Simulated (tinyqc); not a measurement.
Inside a calculation. Model: minority carriers and saturation current of a heavily doped emitter.

Numbers from tinyqc (`OMP_NUM_THREADS=1 python tinyqc.py 2330083 2330084 out.jsonl`; about 0.01 s on one thread of a shared Intel Xeon 2.30GHz). Printed values are rounded.

n-type, parabolic bands, full ionisation. eta = (EF - Ec)/kB T solves N = Nc F12(eta), F12(x) = (2/sqrt(pi)) int_0^infinity sqrt(u)/(1 + exp(u - x)) du. The gap shrinks rigidly by dEg = E1 [ln(N/N0) + sqrt(ln^2(N/N0) + 0.5)], an empirical law that is here taken as the true narrowing.

Inputs (values chosen for the exercise); band and dielectric values close to those of silicon: temperature T = 300 K; band gap Eg = 1.13 eV; conduction-band density of states at 300 K Nc = 2.77e19 cm^-3; valence-band density of states at 300 K Nv = 2.67e19 cm^-3; ionised donor density N = 5e19 cm^-3; energy of the narrowing law E1 = 6.9 meV; density of the narrowing law N0 = 9.1e16 cm^-3; minority-hole mobility mup = 250 cm^2/(V s); Auger coefficient Cn = 3.1e-31 cm^6/s; defect lifetime ts = 1.7 us; emitter width W = 210 nm; recombination velocity at the contact S = 1200 cm/s.

Constants: q = 1.602176634e-19 C, kB = 1.380649e-23 J/K, Vt = kB T/q. Results are converted to the units shown.

Range of the model: Band tails, non-parabolic bands and incomplete ionisation are left out.

## Iteration 1: Fermi level

eta at the start (Boltzmann value) = 0.5906

Newton step on ln F12(eta) = ln(N/Nc): eta(new) = eta - ln(Nc F12/N) F12/Fm, Fm(x) = dF12/dx = (1/sqrt(pi)) int_0^infinity u^(-1/2)/(1 + exp(u - x)) du.

F12 = 1.192273
Fm = 0.8466773
eta after iteration 1 = 1.174613

## Course of the iteration

Stop when eta changes by less than 1e-9.

Course of the iteration:
```
iteration       eta   change
1          1.174613    0.584
2          1.213304   0.0387
3          1.213473  1.69e-4
4          1.213473  3.19e-9
5          1.213473        0
```

Converged in 5 iterations.

## Effective intrinsic density

converged eta = 1.213473

ni = sqrt(Nc Nv) exp(-Eg/(2 Vt)), Eg in volts; degeneracy factor g = F12(eta) exp(-eta); nie^2 = ni^2 exp(dEg/kB T) g, p0 = nie^2/N; apparent narrowing dEg + kB T ln g.

ni = 8.768257e9 cm^-3
dEg = 87.33565 meV
g = 0.5363962
apparent narrowing = 71.23290 meV
nie = 3.477309e10 cm^-3
p0 = 24.18336 cm^-3

Narrowing multiplies p0 by 29.3 and degeneracy by 0.536.

## Saturation current

1/tau = Cn N^2 + 1/ts, D = mup Vt, L = sqrt(D tau); J0 = (q p0 D/L)(s + tanh(W/L))/(1 + s tanh(W/L)), s = S L/D; the share recombining inside is 1 - 1/[cosh(W/L)(1 + tanh(W/L)/s)].

tau = 1.289344 ns
L = 912.8543 nm
s = 0.01694917
J0 = 66.41186 fA/cm^2
share recombining inside = 93.20625 %

Most holes recombine inside, since the contact is well passivated.
